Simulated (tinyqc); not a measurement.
Single-oscillator infrared dielectric function of a polar cubic crystal: one step, computed by the program tinyqc.

One ion pair, charges +Z* and -Z*, in a cell of volume Omega = a^3/4. Frequencies omega are given as wavenumbers (1/cm); eps_s is the static dielectric constant.

Question. LO frequency and static constant from the Born charge. mu = M_A M_B/(M_A + M_B); ionic plasma term W^2 = 4 pi Z*^2 (e^2/(4 pi eps_0))/(Omega mu) in eV/(angstrom^2 u), turned into 1/cm by W = 15.6333042 x 33.35640952 x sqrt(W^2); omega_LO^2 = omega_TO^2 + W^2/eps_inf; eps_s = eps_inf + W^2/omega_TO^2; Szigeti charge 3 Z*/(eps_inf + 2); longitudinal (Callen) charge Z*/eps_inf.

Inputs (values chosen for the exercise, for a model crystal):
```
quantity            value      unit
lattice constant a    4.6  angstrom
mass M_A              107         u
mass M_B             14.2         u
omega_TO             96.8      1/cm
Born charge Z*       1.33         e
eps_inf              6.75         -
```

Structure: rock salt. Free carriers: present.

Constants: nu for 1 eV/(angstrom^2 u) = 15.6333042 THz; 1 THz = 33.35640952 1/cm; e^2/(4 pi eps_0) = 14.39964548 eV angstrom.

Give: reduced mass mu; W; omega_LO; eps_s; Szigeti charge; Callen charge.

Answer.

reduced mass mu = 12.54 u

W = 534.2 1/cm

omega_LO = 227.2 1/cm

eps_s = 37.20

Szigeti charge = 0.456 e

Callen charge = 0.1970 e

omega_LO/omega_TO = 2.348; the ions supply 82 % of eps_s, as in a strongly ionic or soft-mode crystal.
